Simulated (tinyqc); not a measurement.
Space-charge-limited current through a thin insulating or semi-insulating film with traps: one step, computed by the program tinyqc.

One ohmic injecting contact at x = 0 (field zero), drift only, non-degenerate free carriers.

Question. One point of the curve. Free density n_0 = N_c exp(-E_0/k_B T) in equilibrium; trapped density n_t(n) = N_t (n/N_c)^(T/T_c) (the low-temperature form). J = e mu n F and (eps eps_0/e) dF/dx = n - n_0 + n_t(n) - n_t(n_0) = rho(n). With F = J/(e mu n): d = (eps eps_0 J/(e^2 mu)) I_1 and V = (eps eps_0 J^2/(e^3 mu^2)) I_2, I_k = int_(n_L)^infinity dn/(n^(k+1) rho(n)), n_L the density at the anode; with u = n_L/n, 200 Gauss-Legendre points in t, u = 1 - (1 - t)^2. Anode field J/(e mu n_L); Mott-Gurney current (9/8) eps eps_0 mu V^2/d^3; ohmic current e n_0 mu V/d.

Inputs (values chosen for the exercise, modelled on semi-insulating GaAs): permittivity eps = 12.9; band mobility mu = 2500 cm^2/(V s); effective density of states N_c = 4.8e+17 1/cm^3; trap density N_t = 3.5e+17 1/cm^3; equilibrium Fermi level below the band edge, E_0 = 0.79 eV; thickness d = 320 nm; free density at the anode, in units of N_c = 3.4e-06; temperature T = 300 K; characteristic temperature T_c = 700 K.

Traps: exponential tail.

Constants: k_B = 8.617333262e-05 eV/K; eps_0 = 8.8541878128e-12 F/m; e = 1.602176634e-19 C.

Give: I_1; I_2; current density J; voltage V; anode field over mean field V/d; trap-free Mott-Gurney current; ohmic current.

Answer.

I_1 = 2.700e-28 cm^6

I_2 = 9.736e-41 cm^9

current density J = 6.659 A/cm^2

voltage V = 0.1918 V

anode field over mean field V/d = 1.699

trap-free Mott-Gurney current = 3607 A/cm^2

ohmic current = 6.169e-08 A/cm^2

Caution: V is below 10 k_B T/e, where diffusion from the contact, left out here, dominates. Caution: mu V/d exceeds 1e7 cm/s, so velocity saturation would limit the current.
